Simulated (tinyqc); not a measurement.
Shallow donor in an anisotropic valley (effective-mass theory): sweeps and comparisons. A value that a table varies takes the place of the one given here.

One valley: H = -c [(d2/dx2 + d2/dy2)/mt + (d2/dz2)/ml] - q/(eps r), c = hbar^2/2m0, q = e^2/(4 pi eps0). Trial function exp(-sqrt((x^2 + y^2)/a^2 + z^2/b^2)) with a > b: T = (c/3)(2/(mt a^2) + 1/(ml b^2)), V = -(q/eps) atan(u/b)/u, u = sqrt(a^2 - b^2). The central cell of the impurity is left out.

Constants: hbar^2/2m0 = 3.80998211 eV angstrom^2; e^2/(4 pi eps0) = 14.39964547 eV angstrom; Ry = 13.60569312 eV; a0 (Bohr radius) = 0.5291772105 angstrom.

Inputs chosen for the exercise (near those of Ge; shifted at random, so the results belong to these values and not to a real crystal):
- mt = 0.084 m0 (transverse mass)
- eps = 15.4 (dielectric constant)
- xs = (1.3, 2.5, 3.5, 4.3, 11, 20, 45, 110) (ratios ml/mt)
- ml = 1.551 m0 (longitudinal mass)

## Mass anisotropy

mt and eps fixed, ml varied. Energies in units of Ry*(mt) = Ry mt/eps^2 and lengths in a*(mt) = a0 eps/mt; the last two columns use one mass, 3/(1/ml + 2/mt) or (ml mt^2)^(1/3).

Results:
```
ml/mt   a/a*    b/a  binding  conductivity mass  density-of-states mass
1.30   0.947  0.911    1.089              1.083                   1.091
2.50   0.835  0.723    1.322              1.250                   1.357
3.50   0.788  0.642    1.446              1.312                   1.518
4.30   0.762  0.598    1.523              1.344                   1.626
11.0   0.665  0.431    1.874              1.435                   2.224
20.0   0.620  0.351    2.090              1.463                   2.714
45.0   0.571  0.266    2.363              1.484                   3.557
110    0.532  0.196    2.632              1.493                   4.791
```

The binding grows from 1.09 to 2.63 Ry*(mt); for ml going to infinity the exact problem becomes two-dimensional, with 4 Ry*. The conductivity mass saturates at 1.5 and underbinds, by 12 % at ml/mt = 4.3; the density-of-states mass errs by +7 % there and by +82 % in the last row. With these mt and eps one unit is 4.82 meV.

## What each parameter does

The minimum of the trial energy. Each row changes one parameter from the base and keeps the others.

Results:
```
case           E (meV)  a (angstrom)  b (angstrom)    b/a
base             -9.93         60.64         21.88  0.361
ml = 1.939 m0   -10.31         59.17         19.77  0.334
mt = 0.076 m0    -9.14         66.28         23.10  0.349
eps = 16.9       -8.25         66.55         24.01  0.361
```

The largest shifts from the base row, up to three for each result and ties (the steps differ in size, so this ranks the rows, not the parameters). E (meV): eps +1.69, mt +0.79, ml -0.38. a (angstrom): eps +5.91, mt +5.64, ml -1.47. b (angstrom): eps +2.13, ml -2.11, mt +1.23. b/a: ml -0.027, mt -0.012; unchanged at the printed digits by eps. eps only rescales the solution (E as 1/eps^2, lengths as eps), so b/a depends on ml/mt alone.

Run: tinyqc, `OMP_NUM_THREADS=1 python tinyqc.py 1251357 1251358 out.jsonl`; Intel(R) Xeon(R) Processor @ 2.30GHz, one thread, shared host; about 0.01 s of CPU time with all checks.
